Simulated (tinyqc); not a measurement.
Lateral field, substrate current, probability of reaching the oxide barrier and hot-carrier lifetime of a silicon transistor (pseudo-two-dimensional and lucky-electron models): one step, computed by the program tinyqc.

Local-field models: a lucky carrier gains its energy at the peak field over a path free of collisions. Voltages are magnitudes.

Question. Peak lateral field. C_ox = 3.9 eps_0/t; F_sat = 2 v_s/mu; V_Dsat = V_ov F_sat L/(V_ov + F_sat L), V_ov = V_G - V_T; I_D/W = C_ox v_s (V_ov - V_Dsat). Scale length l = 0.22 t^(1/3) x_j^(1/2) (all in cm); F_m = sqrt(((V_D - V_Dsat)/l_e)^2 + F_sat^2), with l_e = l; length of the velocity-saturated region l_e ln((V_D - V_Dsat)/(l_e F_sat) + F_m/F_sat).

Inputs (values chosen for the exercise, modelled on a silicon n-channel):
```
quantity                             value                      unit
channel length L                       890                        nm
oxide thickness t                       22                        nm
junction depth x_j                     170                        nm
mobility mu                            370                cm^2/(V s)
saturation velocity v_s               0.82                  1e7 cm/s
threshold voltage V_T                  0.8                         V
gate voltage V_G                       2.2                         V
drain voltage V_D                      5.5                         V
ionisation prefactor A_i           1.9e+06                      1/cm
ionisation field B_i                  1.76                     MV/cm
hot-carrier mean free path lambda      7.5                        nm
oxide barrier phi_b                    3.1                        eV
interface-trap threshold phi_it        3.8                        eV
lifetime constant H                    800  s microampere/micrometre
```

Drain: abrupt.

Constants: eps_0 = 8.8541878128e-12 F/m.

Give: scale length l; peak field F_m; velocity-saturated length; energy gained over one free path, e lambda F_m.

Answer.

scale length l = 118.0 nm

peak field F_m = 381.2 kV/cm

velocity-saturated length = 335.2 nm

energy gained over one free path, e lambda F_m = 0.2859 eV
